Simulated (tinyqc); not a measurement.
# From projected life back to local exponent n = -d ln t/d ln V at the stress voltage

Model: time-dependent dielectric breakdown: cell percolation, Weibull statistics, area scaling and voltage extrapolation. Computed by tinyqc, a small Python program. Command: `OMP_NUM_THREADS=1 python tinyqc.py 3000110 3000111 out.jsonl tddb inv`. One thread of a shared host (Intel(R) Xeon(R) Processor @ 2.30GHz), about 0.01 s of CPU time with the checks.

The oxide is divided into columns of area a^2, each holding m = t_ox/a cells (m is taken as continuous). A share lambda(t) = (t/t_1)^alpha of the cells is defective, and a column whose cells are all defective breaks down.

Inputs (values chosen for the exercise, for a model gate oxide):
```
quantity                                             value  unit
oxide thickness t_ox                                   3.1    nm
defect cell size a                                       1    nm
exponent alpha of defect growth                       0.73     -
time t_1 at which the occupied share would reach 1   85000     s
test area A                                           0.01  um^2
product area A_u                                    600000  um^2
stress voltage V                                      4.32     V
use voltage V_u                                        2.4     V
activation energy E_a                                 0.44    eV
stress temperature T                                   175     C
use temperature T_u                                     55     C
allowed failure fraction F                           0.001     -
```

Voltage law used: power.

Constants: k_B = 8.617333262e-05 eV/K.

Method:
- Failure fraction F = 1 - (1 - lambda^m)^N with N = A/a^2 columns, which for small lambda^m is 1 - exp(-(t/t63)^beta) with beta = alpha m and t63 = t_1 N^(-1/beta); critical share lambda(t63) = N^(-1/m). 1 um^2 = 1e6 nm^2.
- All three voltage laws share the slope n at the stress voltage. Factor t(V_u)/t(V): E law exp(n (1 - V_u/V)); 1/E law exp(n (V/V_u - 1)); power law (V/V_u)^n.
- Temperatures in kelvin are T(C) + 273.15.
- Temperature factor exp[(E_a/k_B)(1/T_u - 1/T)]; area factor (A/A_u)^(1/beta); percentile factor (-ln(1 - F))^(1/beta); life = t63 x all four; 1 year = 3.15576e7 s.

Task: A run gave the result below. Find the local exponent n = -d ln t/d ln V at the stress voltage, known to lie between 20 and 43.

projected life = 17.61365 years

Result:

Each step takes the trial c = (a f_b - b f_a)/(f_b - f_a), f being the result less the target and a, b, c the logarithms of the listed values; c replaces end b, the old b replaces a if the sign of f changed, and otherwise f_a is halved.

Scan of the range:
```
local exponent n = -d ln t/d ln V at the stress voltage  projected life (years)
20.0                                                                6.53111e-03
22.7                                                                3.19317e-02
25.8                                                                1.97500e-01
29.3                                                                1.54533e+00
33.3                                                                1.62223e+01
37.8                                                                2.28474e+02
43.0                                                                4.85573e+03
```

False position (Illinois rule, in the logarithm of the input) inside the bracket:
```
step    end a    end b    trial  projected life (years)
1     33.3000  37.8000  33.3277                 16.4884
2     37.8000  33.3277  33.3500                 16.7058
3     37.8000  33.3500  33.3856                 17.0598
4     37.8000  33.3856  33.4288                 17.4979
5     37.8000  33.4288  33.4468                 17.6837
6     33.4288  33.4468  33.4400                 17.6134
7     33.4468  33.4400  33.4400                 17.6136
8     33.4468  33.4400  33.4400                 17.6137
9     33.4400  33.4400  33.4400                 17.6137
```

Projected life rises at every point of a 13-point scan of the range (every second point is shown), so one value fits; it is bracketed by 33.3 and 37.8. Answer: local exponent n = -d ln t/d ln V at the stress voltage = 33.44.

Caution: t_1 is an input here; in a real oxide it changes with thickness at fixed voltage.
